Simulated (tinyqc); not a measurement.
Empirical pseudopotential in a few plane waves, step by step. One step of it, computed by the program tinyqc.

Question. Bloch Hamiltonian at k. Basis: the 15 shortest G (labels in 2 pi/a), the same at every k. H(G,G') = c |k + G|^2 delta + VS(|G-G'|^2) cos((G-G').tau) + i VA sin((G-G').tau), tau = a/8 (1,1,1); 1 Ry = 13.605693 eV.

Parameters chosen for this model: fcc lattice, atoms at +/- a/8 (1,1,1); form factors in rydberg at |G|^2 in units of (2 pi/a)^2:
```
parameter                 value      unit
a                      5.930000  angstrom
VS(3)                 -0.256000        Ry
VS(8)                  0.039000        Ry
VS(11)                 0.040000        Ry
VA(3)                         0        Ry
VA(4)                         0        Ry
VA(11)                        0        Ry
hbar^2/2m (2 pi/a)^2   4.277335        eV
```

k point k (2 pi / a): 0.600000  0.410000  0.220000

Give: H(k) at k.

Answer.

H(k) at k (eV):
```
         +0+0+0   -1-1-1   -1-1+1   -1+1-1   -1+1+1   +1-1-1   +1-1+1   +1+1-1
+0+0+0   2.4659   2.4629  -2.4629  -2.4629  -2.4629  -2.4629  -2.4629  -2.4629
-1-1-1   2.4629   4.7756   0.0000   0.0000  -0.5306   0.0000  -0.5306  -0.5306
-1-1+1  -2.4629   0.0000   8.5397   0.5306   0.0000   0.5306   0.0000   0.0000
-1+1-1  -2.4629   0.0000   0.5306  11.7905   0.0000   0.5306   0.0000   0.0000
-1+1+1  -2.4629  -0.5306   0.0000   0.0000  15.5545   0.0000   0.5306   0.5306
+1-1-1  -2.4629   0.0000   0.5306   0.5306   0.0000  15.0412   0.0000   0.0000
+1-1+1  -2.4629  -0.5306   0.0000   0.0000   0.5306   0.0000  18.8053   0.5306
+1+1-1  -2.4629  -0.5306   0.0000   0.0000   0.5306   0.0000   0.5306  22.0561
+1+1+1   2.4629   0.0000  -0.5306  -0.5306   0.0000  -0.5306   0.0000   0.0000
-2+0+0   0.0000  -2.4629  -2.4629  -2.4629   2.4629   0.3848  -0.3848  -0.3848
+0-2+0   0.0000  -2.4629  -2.4629   0.3848  -0.3848  -2.4629   2.4629  -0.3848
+0+0-2   0.0000  -2.4629   0.3848  -2.4629  -0.3848  -2.4629  -0.3848   2.4629
+0+0+2   0.0000  -0.3848   2.4629  -0.3848  -2.4629  -0.3848  -2.4629   0.3848
+0+2+0   0.0000  -0.3848  -0.3848   2.4629  -2.4629  -0.3848   0.3848  -2.4629
+2+0+0   0.0000  -0.3848  -0.3848  -0.3848   0.3848   2.4629  -2.4629  -2.4629

         +1+1+1   -2+0+0   +0-2+0   +0+0-2   +0+0+2   +0+2+0   +2+0+0
+0+0+0   2.4629   0.0000   0.0000   0.0000   0.0000   0.0000   0.0000
-1-1-1   0.0000  -2.4629  -2.4629  -2.4629  -0.3848  -0.3848  -0.3848
-1-1+1  -0.5306  -2.4629  -2.4629   0.3848   2.4629  -0.3848  -0.3848
-1+1-1  -0.5306  -2.4629   0.3848  -2.4629  -0.3848   2.4629  -0.3848
-1+1+1   0.0000   2.4629  -0.3848  -0.3848  -2.4629  -2.4629   0.3848
+1-1-1  -0.5306   0.3848  -2.4629  -2.4629  -0.3848  -0.3848   2.4629
+1-1+1   0.0000  -0.3848   2.4629  -0.3848  -2.4629   0.3848  -2.4629
+1+1-1   0.0000  -0.3848  -0.3848   2.4629   0.3848  -2.4629  -2.4629
+1+1+1  25.8201  -0.3848  -0.3848  -0.3848  -2.4629  -2.4629  -2.4629
-2+0+0  -0.3848   9.3096   0.5306   0.5306  -0.5306  -0.5306   0.0000
+0-2+0  -0.3848   0.5306  12.5604   0.5306  -0.5306   0.0000  -0.5306
+0+0-2  -0.3848   0.5306   0.5306  15.8112   0.0000  -0.5306  -0.5306
+0+0+2  -2.4629  -0.5306  -0.5306   0.0000  23.3393   0.5306   0.5306
+0+2+0  -2.4629  -0.5306   0.0000  -0.5306   0.5306  26.5901   0.5306
+2+0+0  -2.4629   0.0000  -0.5306  -0.5306   0.5306   0.5306  29.8408
```
